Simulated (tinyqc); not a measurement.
Worked calculation: one-electron ion in a basis of Gaussians. Computed by tinyqc, a small Python program that keeps every step. Settings: Z = 5, l = 1. Command: `OMP_NUM_THREADS=1 python tinyqc.py 23014 23015 out.jsonl` (the two numbers bound the seeds that draw the settings). One thread of a shared host (Intel(R) Xeon(R) Processor @ 2.60GHz), about 0.01 s of CPU time with the checks.

## Matrices over normalised Gaussians

exponents of r^l exp(-a r^2) (1/bohr^2): [0.12560, 0.28660]

Z = 5

l = 1

With p = a_i + a_j and I(k) = Gamma((k+1)/2) / (2 p^((k+1)/2)): S = I(2l+2), T = (2l+3) a_i a_j S / p, V = -Z I(2l+1), each divided by sqrt(S_ii S_jj).

S:
```
[[1.00000, 0.81309],
 [0.81309, 1.00000]]
```

T (hartree):
```
[[0.31400, 0.35503],
 [0.35503, 0.71650]]
```

V (hartree):
```
[[-1.88514, -1.96347],
 [-1.96347, -2.84765]]
```

## Generalised eigenproblem

H = T + V (hartree):
```
[[-1.57114, -1.60844],
 [-1.60844, -2.13115]]
```

Solve H C = S C e through S^(-1/2); each column has its largest component positive (the first on a tie).

eigenvalues of S: [0.18691, 1.81309]

eigenvalues (hartree): [-2.17275, -1.03385]

coefficients:
```
[[-0.32829, 1.68613],
 [1.24849, -1.17987]]
```

For Z = 5 and l = 1 the exact lowest level is -Z^2/(2 n^2) with n = l + 1: -3.125000 hartree.
